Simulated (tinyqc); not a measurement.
Coupled-perturbed Hartree-Fock on RHF in the sto-6g basis, for H6, spin multiplicity 1, step by step. Computed by tinyqc, a small Python program that keeps every step (integrals from PySCF). Settings: charge = 0, multiplicity = 1, basis = sto-6g, method = RHF, energy threshold = 1e-10, iteration cap = 70, orthogonalisation = canonical, start = core, DIIS depth = 6. Command: `OMP_NUM_THREADS=1 python tinyqc.py 22670 22671 out.jsonl` (the two numbers bound the seeds that draw the settings). One thread of a shared host (Intel(R) Xeon(R) Processor @ 2.60GHz), about 0.2 s of CPU time with the checks. The early iterations of the SCF are left out here.

## One-electron integrals

Geometry (angstrom):
```
atom,x,y,z
H,0.0000,0.0000,0.0000
H,0.0000,0.0000,0.9300
H,0.0000,0.0000,1.9570
H,0.0000,0.0000,2.8860
H,0.0000,0.0000,3.9140
H,0.0000,0.0000,4.8430
```

Basis sto-6g: exponents (1/bohr^2) and contraction coefficients of normalised primitives:
```
element,l (shell),exponent,coefficient
H,s (1),35.5232,0.0092
H,s (1),6.5131,0.0494
H,s (1),1.8221,0.1685
H,s (1),0.6260,0.3706
H,s (1),0.2431,0.4165
H,s (1),0.1001,0.1303
```

Overlap, kinetic and nuclear-attraction integrals over the contracted functions; the nuclear repulsion is the sum of Za Zb / Rab.

nuclear repulsion = 4.743786 hartree

overlap S, lower triangle:
```
,1H 1s,2H 1s,3H 1s,4H 1s,5H 1s,6H 1s
1H 1s,1.0000
2H 1s,0.5387,1.0000
3H 1s,0.1284,0.4810,1.0000
4H 1s,0.0266,0.1286,0.5394,1.0000
5H 1s,0.0039,0.0223,0.1284,0.4804,1.0000
6H 1s,0.0006,0.0039,0.0266,0.1284,0.5394,1.0000
```

kinetic energy T (hartree), lower triangle:
```
,1H 1s,2H 1s,3H 1s,4H 1s,5H 1s,6H 1s
1H 1s,0.7685
2H 1s,0.1389,0.7685
3H 1s,-0.0112,0.1023,0.7685
4H 1s,-0.0066,-0.0112,0.1393,0.7685
5H 1s,-0.0015,-0.0058,-0.0112,0.1020,0.7685
6H 1s,-0.0003,-0.0015,-0.0066,-0.0112,0.1393,0.7685
```

nuclear attraction V (hartree), lower triangle:
```
,1H 1s,2H 1s,3H 1s,4H 1s,5H 1s,6H 1s
1H 1s,-2.4835
2H 1s,-1.3523,-2.8694
3H 1s,-0.3128,-1.2990,-3.0108
4H 1s,-0.0631,-0.3312,-1.5182,-3.0105
5H 1s,-0.0088,-0.0541,-0.3306,-1.2971,-2.8693
6H 1s,-0.0012,-0.0088,-0.0631,-0.3129,-1.3541,-2.4840
```

core Hamiltonian H = T + V (hartree), lower triangle:
```
,1H 1s,2H 1s,3H 1s,4H 1s,5H 1s,6H 1s
1H 1s,-1.7150
2H 1s,-1.2134,-2.1009
3H 1s,-0.3240,-1.1967,-2.2423
4H 1s,-0.0697,-0.3423,-1.3789,-2.2420
5H 1s,-0.0103,-0.0599,-0.3418,-1.1952,-2.1008
6H 1s,-0.0015,-0.0103,-0.0697,-0.3240,-1.2148,-1.7155
```

## Two-electron integrals

Functions are numbered as in S; the eight-fold symmetry (ij|kl) = (ji|kl) = (kl|ij) leaves the list below.

Two-electron integrals (ij|kl) in chemists' order, unique and non-zero (hartree):
```
i,j,k,l,(ij|kl)
1,1,1,1,0.7750
2,1,1,1,0.3429
2,1,2,1,0.1891
2,2,1,1,0.5014
2,2,2,1,0.3429
2,2,2,2,0.7750
3,1,1,1,0.0604
3,1,2,1,0.0368
3,1,2,2,0.0761
3,1,3,1,0.0085
3,2,1,1,0.1738
3,2,2,1,0.1227
3,2,2,2,0.2972
3,2,3,1,0.0330
3,2,3,2,0.1471
3,3,1,1,0.2693
3,3,2,1,0.1888
3,3,2,2,0.4693
3,3,3,1,0.0604
3,3,3,2,0.2972
3,3,3,3,0.7750
4,1,1,1,0.0100
4,1,2,1,0.0062
4,1,2,2,0.0132
4,1,3,1,0.0015
4,1,3,2,0.0063
4,1,3,3,0.0132
4,1,4,1,3.04e-04
4,2,1,1,0.0369
4,2,2,1,0.0254
4,2,2,2,0.0605
4,2,3,1,0.0072
4,2,3,2,0.0330
4,2,3,3,0.0762
4,2,4,1,0.0015
4,2,4,2,0.0085
4,3,1,1,0.1186
4,3,2,1,0.0796
4,3,2,2,0.1891
4,3,3,1,0.0254
4,3,3,2,0.1229
4,3,3,3,0.3434
4,3,4,1,0.0062
4,3,4,2,0.0369
4,3,4,3,0.1895
4,4,1,1,0.1833
4,4,2,1,0.1185
4,4,2,2,0.2694
4,4,3,1,0.0369
4,4,3,2,0.1739
4,4,3,3,0.5017
4,4,4,1,0.0100
4,4,4,2,0.0605
4,4,4,3,0.3434
4,4,4,4,0.7750
5,1,1,1,0.0012
5,1,2,1,0.0007
5,1,2,2,0.0016
5,1,3,1,1.90e-04
5,1,3,2,0.0008
5,1,3,3,0.0018
5,1,4,1,3.98e-05
5,1,4,2,2.09e-04
5,1,4,3,0.0009
5,1,4,4,0.0016
5,1,5,1,5.56e-06
5,2,1,1,0.0052
5,2,2,1,0.0035
5,2,2,2,0.0082
5,2,3,1,0.0010
5,2,3,2,0.0046
5,2,3,3,0.0110
5,2,4,1,2.28e-04
5,2,4,2,0.0013
5,2,4,3,0.0059
5,2,4,4,0.0110
5,2,5,1,3.33e-05
5,2,5,2,2.11e-04
5,3,1,1,0.0237
5,3,2,1,0.0154
5,3,2,2,0.0351
5,3,3,1,0.0047
5,3,3,2,0.0221
5,3,3,3,0.0604
5,3,4,1,0.0012
5,3,4,2,0.0070
5,3,4,3,0.0369
5,3,4,4,0.0761
5,3,5,1,1.90e-04
5,3,5,2,0.0013
5,3,5,3,0.0085
5,4,1,1,0.0751
5,4,2,1,0.0472
5,4,2,2,0.1037
5,4,3,1,0.0140
5,4,3,2,0.0636
5,4,3,3,0.1737
5,4,4,1,0.0037
5,4,4,2,0.0221
5,4,4,3,0.1227
5,4,4,4,0.2968
5,4,5,1,0.0007
5,4,5,2,0.0046
5,4,5,3,0.0329
5,4,5,4,0.1467
5,5,1,1,0.1352
5,5,2,1,0.0830
5,5,2,2,0.1773
5,5,3,1,0.0237
5,5,3,2,0.1038
5,5,3,3,0.2693
5,5,4,1,0.0061
5,5,4,2,0.0352
5,5,4,3,0.1890
5,5,4,4,0.4690
5,5,5,1,0.0012
5,5,5,2,0.0082
5,5,5,3,0.0604
5,5,5,4,0.2968
5,5,5,5,0.7750
6,1,1,1,1.36e-04
6,1,2,1,8.75e-05
6,1,2,2,1.93e-04
6,1,3,1,2.37e-05
6,1,3,2,1.03e-04
6,1,3,3,2.35e-04
6,1,4,1,5.19e-06
6,1,4,2,2.80e-05
6,1,4,3,1.26e-04
6,1,4,4,2.35e-04
6,1,5,1,7.59e-07
6,1,5,2,4.70e-06
6,1,5,3,2.80e-05
6,1,5,4,1.03e-04
6,1,5,5,1.93e-04
6,1,6,1,1.08e-07
6,2,1,1,0.0008
6,2,2,1,0.0005
6,2,2,2,0.0012
6,2,3,1,1.47e-04
6,2,3,2,0.0007
6,2,3,3,0.0016
6,2,4,1,3.39e-05
6,2,4,2,1.91e-04
6,2,4,3,0.0009
6,2,4,4,0.0018
6,2,5,1,5.19e-06
6,2,5,2,3.34e-05
6,2,5,3,2.09e-04
6,2,5,4,0.0008
6,2,5,5,0.0016
6,2,6,1,7.61e-07
6,2,6,2,5.58e-06
6,3,1,1,0.0043
6,3,2,1,0.0027
6,3,2,2,0.0061
6,3,3,1,0.0008
6,3,3,2,0.0037
6,3,3,3,0.0100
6,3,4,1,2.05e-04
6,3,4,2,0.0012
6,3,4,3,0.0062
6,3,4,4,0.0132
6,3,5,1,3.38e-05
6,3,5,2,2.28e-04
6,3,5,3,0.0015
6,3,5,4,0.0063
6,3,5,5,0.0132
6,3,6,1,5.19e-06
6,3,6,2,3.99e-05
6,3,6,3,3.04e-04
6,4,1,1,0.0178
6,4,2,1,0.0110
6,4,2,2,0.0237
6,4,3,1,0.0032
6,4,3,2,0.0140
6,4,3,3,0.0369
6,4,4,1,0.0008
6,4,4,2,0.0047
6,4,4,3,0.0254
6,4,4,4,0.0604
6,4,5,1,1.47e-04
6,4,5,2,0.0010
6,4,5,3,0.0072
6,4,5,4,0.0329
6,4,5,5,0.0761
6,4,6,1,2.37e-05
6,4,6,2,1.90e-04
6,4,6,3,0.0015
6,4,6,4,0.0085
6,5,1,1,0.0653
6,5,2,1,0.0395
6,5,2,2,0.0831
6,5,3,1,0.0110
6,5,3,2,0.0473
6,5,3,3,0.1186
6,5,4,1,0.0027
6,5,4,2,0.0154
6,5,4,3,0.0797
6,5,4,4,0.1890
6,5,5,1,0.0005
6,5,5,2,0.0035
6,5,5,3,0.0254
6,5,5,4,0.1227
6,5,5,5,0.3434
6,5,6,1,8.76e-05
6,5,6,2,0.0007
6,5,6,3,0.0062
6,5,6,4,0.0369
6,5,6,5,0.1895
6,6,1,1,0.1093
6,6,2,1,0.0653
6,6,2,2,0.1352
6,6,3,1,0.0178
6,6,3,2,0.0752
6,6,3,3,0.1833
6,6,4,1,0.0043
6,6,4,2,0.0237
6,6,4,3,0.1186
6,6,4,4,0.2693
6,6,5,1,0.0008
6,6,5,2,0.0052
6,6,5,3,0.0369
6,6,5,4,0.1737
6,6,5,5,0.5017
6,6,6,1,1.36e-04
6,6,6,2,0.0012
6,6,6,3,0.0100
6,6,6,4,0.0604
6,6,6,5,0.3434
6,6,6,6,0.7750
```

## Orthogonalisation

S = U s U^T; canonical form X = U s^(-1/2), so that X^T S X = 1. Each column of U has its largest component positive (the first on a tie).

eigenvalues of S: 0.2336  0.3613  0.5898  1.0798  1.6144  2.1212

X:
```
,1,2,3,4,5,6
1H 1s,0.4416,-0.6669,0.6366,0.4965,-0.3653,0.1857
2H 1s,-0.8437,0.8927,-0.3842,0.1936,-0.3911,0.2843
3H 1s,1.1109,-0.3748,-0.5437,-0.4236,-0.1519,0.3471
4H 1s,-1.1102,-0.3733,0.5449,-0.4240,0.1515,0.3470
5H 1s,0.8434,0.8939,0.3826,0.1933,0.3914,0.2841
6H 1s,-0.4421,-0.6689,-0.6355,0.4956,0.3659,0.1858
```

## Iteration 7 (converged): orbitals

converged F (hartree), lower triangle:
```
,1H 1s,2H 1s,3H 1s,4H 1s,5H 1s,6H 1s
1H 1s,-0.2785
2H 1s,-0.5115,-0.3756
3H 1s,-0.1662,-0.4006,-0.3832
4H 1s,-0.0158,-0.1657,-0.5210,-0.3829
5H 1s,-0.0009,-0.0290,-0.1655,-0.4001,-0.3757
6H 1s,-0.0080,-0.0009,-0.0159,-0.1661,-0.5120,-0.2789
```

Diagonalise F' = X^T F X, C = X C', fill 3 alpha and 3 beta electrons from the bottom; D = 2 C_occ C_occ^T. Each column has its largest component positive (the first on a tie).

F' = X^T F X (hartree), lower triangle:
```
,1,2,3,4,5,6
1,1.0876
2,0.0000,0.6433
3,0.0224,-0.0001,0.2712
4,0.0001,-0.0834,0.0002,-0.3542
5,-0.0402,0.0000,-0.0024,-0.0001,-0.5534
6,-0.0001,0.0040,0.0001,0.0136,0.0000,-0.6814
```

orbital energies (hartree): MO1 -0.6820, MO2 -0.5544, MO3 -0.3605, MO4 0.2706, MO5 0.6502, MO6 1.0892

coefficients C:
```
,MO1,MO2,MO3,MO4,MO5,MO6
1H 1s,0.1680,-0.3529,0.4473,0.6247,-0.7054,0.4677
2H 1s,0.2706,-0.4122,0.2790,-0.3599,0.8744,-0.8441
3H 1s,0.3672,-0.1261,-0.4376,-0.5740,-0.3377,1.0989
4H 1s,0.3669,0.1253,-0.4381,0.5748,-0.3363,-1.0983
5H 1s,0.2705,0.4128,0.2781,0.3589,0.8753,0.8438
6H 1s,0.1682,0.3537,0.4463,-0.6237,-0.7071,-0.4682
```

D after iteration 7, lower triangle:
```
,1H 1s,2H 1s,3H 1s,4H 1s,5H 1s,6H 1s
1H 1s,0.7056
2H 1s,0.6314,0.6420
3H 1s,-0.1790,0.0585,0.6844
4H 1s,-0.3570,-0.1492,0.6212,0.6845
5H 1s,0.0483,-0.0388,-0.1489,0.0583,0.6419
6H 1s,0.2061,0.0484,-0.3563,-0.1789,0.6313,0.7052
```

## Convergence

Stop when the energy changes by less than 1e-10 hartree and every element of the error matrix X^T (F D S - S D F) X is below 3e-06.

Course of the cycle:
```
iteration,E (hartree),change,largest element of the error matrix
1,-2.739920,-,5.73e-01
2,-3.198834,-4.59e-01,1.04e-01
3,-3.206345,-7.51e-03,1.69e-02
4,-3.206900,-5.55e-04,1.94e-03
5,-3.206905,-5.72e-06,9.59e-05
6,-3.206905,-5.57e-09,1.08e-06
7,-3.206905,-1.07e-12,4.66e-08
```

PySCF RHF in the same basis = -3.206905 hartree

Converged in 7 iterations.

## Integrals over molecular orbitals

(pq|rs) = sum C_ip C_jq C_kr C_ls (ij|kl), one index at a time.

one-electron integrals over orbitals h = C^T H C (hartree), lower triangle:
```
,1,2,3,4,5,6
1,-2.3198
2,0.0002,-2.0739
3,0.1483,-0.0001,-1.9600
4,0.0001,-0.2049,0.0005,-1.6925
5,-0.0702,-0.0003,-0.1717,-0.0001,-1.3776
6,-0.0001,-0.0489,0.0001,0.1578,0.0002,-1.1958
```

Two-electron integrals over orbitals (pq|rs), unique and non-zero (hartree):
```
p,q,r,s,(pq|rs)
1,1,1,1,0.4315
2,1,1,1,-1.48e-04
2,1,2,1,0.1311
2,2,1,1,0.3460
2,2,2,1,3.03e-04
2,2,2,2,0.3854
3,1,1,1,-0.0815
3,1,2,1,2.30e-05
3,1,2,2,0.0353
3,1,3,1,0.1101
3,2,1,1,4.01e-05
3,2,2,1,0.1091
3,2,2,2,3.05e-04
3,2,3,1,-1.45e-04
3,2,3,2,0.1330
3,3,1,1,0.3777
3,3,2,1,-2.53e-04
3,3,2,2,0.3531
3,3,3,1,-0.0283
3,3,3,2,-2.59e-04
3,3,3,3,0.3810
4,1,1,1,-6.01e-05
4,1,2,1,0.0479
4,1,2,2,-7.15e-05
4,1,3,1,-8.92e-05
4,1,3,2,-0.0114
4,1,3,3,6.07e-05
4,1,4,1,0.0806
4,2,1,1,0.0750
4,2,2,1,-1.88e-04
4,2,2,2,0.0080
4,2,3,1,-0.0587
4,2,3,2,-6.17e-05
4,2,3,3,0.0078
4,2,4,1,-8.21e-05
4,2,4,2,0.0832
4,3,1,1,-1.87e-04
4,3,2,1,-0.0784
4,3,2,2,-1.94e-04
4,3,3,1,2.43e-04
4,3,3,2,-0.0792
4,3,3,3,1.28e-04
4,3,4,1,-0.0118
4,3,4,2,-1.32e-04
4,3,4,3,0.0974
4,4,1,1,0.3823
4,4,2,1,-2.17e-04
4,4,2,2,0.3563
4,4,3,1,-0.0278
4,4,3,2,-2.05e-04
4,4,3,3,0.3735
4,4,4,1,2.30e-05
4,4,4,2,0.0199
4,4,4,3,8.21e-05
4,4,4,4,0.3885
5,1,1,1,0.0060
5,1,2,1,4.34e-05
5,1,2,2,0.0346
5,1,3,1,0.0310
5,1,3,2,-7.14e-05
5,1,3,3,-0.0146
5,1,4,1,1.28e-05
5,1,4,2,0.0311
5,1,4,3,-3.71e-05
5,1,4,4,-0.0039
5,1,5,1,0.0529
5,2,1,1,1.07e-04
5,2,2,1,0.0381
5,2,2,2,2.24e-05
5,2,3,1,-1.47e-04
5,2,3,2,-1.77e-04
5,2,3,3,4.66e-05
5,2,4,1,0.0540
5,2,4,2,1.17e-04
5,2,4,3,0.0350
5,2,4,4,4.10e-05
5,2,5,1,9.89e-05
5,2,5,2,0.0861
5,3,1,1,0.0799
5,3,2,1,-1.78e-04
5,3,2,2,0.0111
5,3,3,1,-0.0622
5,3,3,2,-3.28e-05
5,3,3,3,0.0205
5,3,4,1,-7.90e-05
5,3,4,2,0.0773
5,3,4,3,-1.61e-04
5,3,4,4,0.0171
5,3,5,1,0.0235
5,3,5,2,9.49e-05
5,3,5,3,0.0834
5,4,1,1,2.06e-06
5,4,2,1,0.1120
5,4,2,2,2.86e-04
5,4,3,1,-1.20e-04
5,4,3,2,0.1263
5,4,3,3,-2.78e-04
5,4,4,1,-2.92e-04
5,4,4,2,-6.83e-05
5,4,4,3,-0.0803
5,4,4,4,-2.29e-04
5,4,5,1,-4.58e-05
5,4,5,2,0.0041
5,4,5,3,-5.66e-05
5,4,5,4,0.1358
5,5,1,1,0.3650
5,5,2,1,2.44e-04
5,5,2,2,0.3922
5,5,3,1,0.0232
5,5,3,2,2.45e-04
5,5,3,3,0.3680
5,5,4,1,-5.05e-05
5,5,4,2,0.0149
5,5,4,3,-1.84e-04
5,5,4,4,0.3768
5,5,5,1,0.0332
5,5,5,2,3.40e-05
5,5,5,3,0.0171
5,5,5,4,2.49e-04
5,5,5,5,0.4190
6,1,1,1,5.36e-05
6,1,2,1,-0.0017
6,1,2,2,4.58e-05
6,1,3,1,-3.66e-05
6,1,3,2,0.0220
6,1,3,3,-3.91e-05
6,1,4,1,-0.0298
6,1,4,2,3.95e-05
6,1,4,3,0.0427
6,1,4,4,-2.92e-05
6,1,5,1,-4.31e-05
6,1,5,2,0.0319
6,1,5,3,2.60e-05
6,1,5,4,0.0190
6,1,5,5,3.22e-05
6,1,6,1,0.0679
6,2,1,1,0.0089
6,2,2,1,6.37e-05
6,2,2,2,0.0367
6,2,3,1,0.0290
6,2,3,2,-5.21e-05
6,2,3,3,-0.0055
6,2,4,1,3.61e-05
6,2,4,2,0.0264
6,2,4,3,-4.63e-05
6,2,4,4,-0.0072
6,2,5,1,0.0477
6,2,5,2,1.14e-04
6,2,5,3,0.0282
6,2,5,4,-4.66e-05
6,2,5,5,0.0361
6,2,6,1,-4.79e-05
6,2,6,2,0.0503
6,3,1,1,-5.52e-05
6,3,2,1,0.0490
6,3,2,2,-5.07e-05
6,3,3,1,-8.79e-05
6,3,3,2,-0.0036
6,3,3,3,4.22e-05
6,3,4,1,0.0751
6,3,4,2,-8.18e-05
6,3,4,3,-0.0138
6,3,4,4,4.34e-05
6,3,5,1,1.02e-05
6,3,5,2,0.0536
6,3,5,3,-9.23e-05
6,3,5,4,-0.0034
6,3,5,5,-5.37e-05
6,3,6,1,-0.0286
6,3,6,2,2.92e-05
6,3,6,3,0.0803
6,4,1,1,-0.0843
6,4,2,1,3.89e-05
6,4,2,2,0.0277
6,4,3,1,0.1057
6,4,3,2,-1.25e-04
6,4,3,3,-0.0309
6,4,4,1,-7.92e-05
6,4,4,2,-0.0606
6,4,4,3,2.38e-04
6,4,4,4,-0.0322
6,4,5,1,0.0281
6,4,5,2,-1.45e-04
6,4,5,3,-0.0635
6,4,5,4,-1.12e-04
6,4,5,5,0.0264
6,4,6,1,-3.55e-05
6,4,6,2,0.0286
6,4,6,3,-8.67e-05
6,4,6,4,0.1152
6,5,1,1,-1.36e-04
6,5,2,1,0.1341
6,5,2,2,2.99e-04
6,5,3,1,-4.79e-06
6,5,3,2,0.1143
6,5,3,3,-2.65e-04
6,5,4,1,0.0485
6,5,4,2,-1.82e-04
6,5,4,3,-0.0834
6,5,4,4,-2.27e-04
6,5,5,1,3.52e-05
6,5,5,2,0.0397
6,5,5,3,-1.74e-04
6,5,5,4,0.1209
6,5,5,5,2.59e-04
6,5,6,1,-0.0023
6,5,6,2,5.92e-05
6,5,6,3,0.0541
6,5,6,4,1.35e-05
6,5,6,5,0.1522
6,6,1,1,0.4619
6,6,2,1,-1.58e-04
6,6,2,2,0.3717
6,6,3,1,-0.0882
6,6,3,2,4.13e-05
6,6,3,3,0.4082
6,6,4,1,-6.09e-05
6,6,4,2,0.0827
6,6,4,3,-2.09e-04
6,6,4,4,0.4177
6,6,5,1,0.0070
6,6,5,2,1.23e-04
6,6,5,3,0.0904
6,6,5,4,3.59e-06
6,6,5,5,0.4025
6,6,6,1,5.83e-05
6,6,6,2,0.0109
6,6,6,3,-6.01e-05
6,6,6,4,-0.0978
6,6,6,5,-1.58e-04
6,6,6,6,0.5239
```

## Response to a field: uncoupled start

dipole integrals <a|z|i> (bohr):
```
,i1,i2,i3
a4,-0.0958,-0.0013,-2.1863
a5,-0.0005,-0.5104,-0.0008
a6,-0.1560,-0.0005,-0.1118
```

Field along z; U_ai = -mu_ai / (e_a - e_i), alpha = -4 sum U_ai mu_ai.

uncoupled U:
```
,i1,i2,i3
a4,0.1006,0.0016,3.4643
a5,0.0004,0.4237,0.0008
a6,0.0881,0.0003,0.0771
```

uncoupled polarisability = 31.2886 bohr^3

## Coupled step 1

U_ai = -(mu_ai + sum_bj [4 (ai|bj) - (ab|ij) - (aj|bi)] U_bj) / (e_a - e_i); alpha = -4 sum U_ai mu_ai.

U after step 1:
```
,i1,i2,i3
a4,0.0989,0.0024,3.9565
a5,0.0003,0.6471,0.0013
a6,0.1331,0.0002,0.0793
```

polarisability = 36.0776 bohr^3

## Coupled step 2

As before.

U after step 2:
```
,i1,i2,i3
a4,0.0854,0.0025,4.0431
a5,0.0003,0.6999,0.0013
a6,0.1492,0.0002,0.0721
```

polarisability = 36.9440 bohr^3

## Coupled polarisability

Repeat until U stops changing; compare with -d2E/dF2.

Course of the coupled iterations:
```
step,alpha (bohr^3)
0,31.2886
1,36.0776
2,36.9440
3,37.1135
4,37.1487
5,37.1562
6,37.1579
7,37.1582
8,37.1583
9,37.1583
10,37.1583
11,37.1583
12,37.1583
13,37.1583
```

coupled polarisability = 37.1583 bohr^3

finite-field check, fields of +/-0.001 au = 37.1586 bohr^3
